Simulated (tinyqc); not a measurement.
Hubbard ring of 6 sites, step by step. Computed by tinyqc, a small Python program that keeps every step. Settings: hopping = 1.81, U = 5.5, mixing = 0.5, iteration cap = 88. Command: `OMP_NUM_THREADS=1 python tinyqc.py 23655 23656 out.jsonl` (the two numbers bound the seeds that draw the settings). One thread of a shared host (Intel(R) Xeon(R) Processor @ 2.60GHz), about 0.3 s of CPU time with the checks. Later iterations appear only in the table of the cycle.

## Mean-field iteration 1

one-body matrix (hopping and site energies) (eV), lower triangle:
```
          1         2         3         4         5        6
1   0.00000
2  -1.81000   0.00000
3   0.00000  -1.81000   0.00000
4   0.00000   0.00000  -1.81000   0.00000
5   0.00000   0.00000   0.00000  -1.81000   0.00000
6  -1.81000   0.00000   0.00000   0.00000  -1.81000  0.00000
```

U = 5.50000 eV

electrons, up and down: 3  3

mixing = 0.50000

n(up) at the start (a guess, not normalised): 1 0.95000, 2 0.05000, 3 0.95000, 4 0.05000, 5 0.95000, 6 0.05000

n(down) at the start (a guess): 1 0.05000, 2 0.95000, 3 0.05000, 4 0.95000, 5 0.05000, 6 0.95000

H(up) = T + U n(down), H(down) = T + U n(up); fill the lowest levels; n(new) = n + mixing (n(out) - n); E = tr T (rho up + rho down) + U sum n_up n_down of the output.

levels, up (eV): -1.63521  -0.31622  -0.31622  5.81622  5.81622  7.13521

levels, down (eV): -1.63521  -0.31622  -0.31622  5.81622  5.81622  7.13521

energy = -6.35185 eV

n(up) after iteration 1: 1 0.90656, 2 0.09344, 3 0.90656, 4 0.09344, 5 0.90656, 6 0.09344

n(down) after iteration 1: 1 0.09344, 2 0.90656, 3 0.09344, 4 0.90656, 5 0.09344, 6 0.90656

## Mean-field iteration 2

As before.

levels, up (eV): -1.50494  -0.12685  -0.12685  5.62685  5.62685  7.00494

levels, down (eV): -1.50494  -0.12685  -0.12685  5.62685  5.62685  7.00494

energy = -6.43091 eV

n(up) after iteration 2: 1 0.87662, 2 0.12338, 3 0.87662, 4 0.12338, 5 0.87662, 6 0.12338

n(down) after iteration 2: 1 0.12338, 2 0.87662, 3 0.12338, 4 0.87662, 5 0.12338, 6 0.87662

## Mean-field iteration 3

As before.

levels, up (eV): -1.42075  -0.00080  -0.00080  5.50080  5.50080  6.92075

levels, down (eV): -1.42075  -0.00080  -0.00080  5.50080  5.50080  6.92075

energy = -6.47440 eV

n(up) after iteration 3: 1 0.85520, 2 0.14480, 3 0.85520, 4 0.14480, 5 0.85520, 6 0.14480

n(down) after iteration 3: 1 0.14480, 2 0.85520, 3 0.14480, 4 0.85520, 5 0.14480, 6 0.85520

## Convergence

Each step fills the lowest levels of T + U n(other spin) and sets n(new) = n + mixing (n(out) - n); stop when output and input agree to 1e-8.

Course of the cycle:

| iteration | E (eV) | largest \|n(out) - n(in)\| | mean \|n_up - n_down\| |
|---|---|---|---|
| 1 | -6.3518521 | 8.69e-02 | 0.72625 |
| 2 | -6.4309095 | 5.99e-02 | 0.69336 |
| 3 | -6.4743972 | 4.28e-02 | 0.66757 |
| 4 | -6.4991198 | 3.15e-02 | 0.64735 |
| 5 | -6.5135916 | 2.37e-02 | 0.63143 |
| 6 | -6.5222749 | 1.82e-02 | 0.61884 |
| 7 | -6.5275924 | 1.41e-02 | 0.60883 |
| 8 | -6.5309035 | 1.10e-02 | 0.60083 |
| 9 | -6.5329933 | 8.73e-03 | 0.59442 |
| 10 | -6.5343270 | 6.94e-03 | 0.58925 |
| 11 | -6.5351858 | 5.56e-03 | 0.58509 |
| ... | ... | ... | ... |
| 67 | -6.5368093 | 6.70e-08 | 0.56695 |
| 68 | -6.5368093 | 5.49e-08 | 0.56695 |
| 69 | -6.5368093 | 4.49e-08 | 0.56695 |
| 70 | -6.5368093 | 3.67e-08 | 0.56695 |
| 71 | -6.5368093 | 3.01e-08 | 0.56695 |
| 72 | -6.5368093 | 2.46e-08 | 0.56695 |
| 73 | -6.5368093 | 2.01e-08 | 0.56695 |
| 74 | -6.5368093 | 1.65e-08 | 0.56695 |
| 75 | -6.5368093 | 1.35e-08 | 0.56695 |
| 76 | -6.5368093 | 1.10e-08 | 0.56695 |
| 77 | -6.5368093 | 9.03e-09 | 0.56695 |

local moments n_up - n_down: 1 0.56695, 2 -0.56695, 3 0.56695, 4 -0.56695, 5 0.56695, 6 -0.56695

Converged in 77 iterations. Before convergence this energy mixes input and output and is not variational, so it may rise towards its limit.

## Exact diagonalisation (400 states)

Lowest levels of the sector, and the double occupancy of the lowest state.

lowest levels (eV): -7.96392  -6.15739  -5.44594  -5.35453  -5.35453  -4.54007

double occupancy per site = 0.14325

The mean-field solution above lies 1.4271 eV above the exact energy.

## The lowest level by Lanczos steps

From a random start vector (not printed): a_j = <q_j|H|q_j>, b_j = norm of the remainder after orthogonalising; the Ritz value is the lowest eigenvalue of the tridiagonal matrix of a and b so far.

Lanczos:

| j | a_j (eV) | b_j (eV) | lowest Ritz value (eV) |
|---|---|---|---|
| 1 | 4.59376 | 8.18370 | 4.5937614 |
| 2 | 3.41509 | 8.16533 | -4.2004669 |
| 3 | 7.55787 | 7.31932 | -6.9676991 |
| 4 | 8.34707 | 7.69520 | -7.6633707 |
| 5 | 9.38178 | 7.80728 | -7.8798726 |
| 6 | 12.44938 | 7.74446 | -7.9399791 |
| 7 | 10.21646 | 7.53504 | -7.9554107 |
| 8 | 7.05020 | 7.18442 | -7.9608533 |
| 9 | 8.42954 | 6.61373 | -7.9630051 |
| 10 | 8.43977 | 6.70669 | -7.9636364 |
